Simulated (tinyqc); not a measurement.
# Depth and level of a trap from the time ratio

Inverse problem. For an oxide trap tc/te = exp(E/Vt) with E = E0 - dpsi - (xt/tox)(Vg - VT - dpsi), dpsi being the rise of the surface potential above its value at threshold. Find xt and E0, and the depth that would be read if dpsi were ignored.

Inputs (values chosen for the exercise):

| symbol | value | unit | meaning |
|---|---|---|---|
| T | 200 | K | temperature |
| tox | 1.7 | nm | insulator thickness |

Constants: q = 1.602176634e-19 C, kB = 1.380649e-23 J/K, Vt = kB T/q. Results are converted to the units shown.

Vg - VT (V): -0.11  0.04
tc/te: 14.106668  0.013612192
dpsi (V): -0.090277379  0.018138181

Answer. E + dpsi is a straight line in the oxide voltage Vg - VT - dpsi with slope -xt/tox and intercept E0. Ignoring dpsi assigns the motion of the bands to the trap and overstates its depth.

xt = 0.460 nm
E0 = -0.0500 eV
depth read without dpsi = 1.36 nm

Computed by the program tinyqc: `OMP_NUM_THREADS=1 python tinyqc.py 2710116 2710117 out.jsonl`, one thread of a shared Intel Xeon 2.30GHz, about 0.01 s for the whole run.
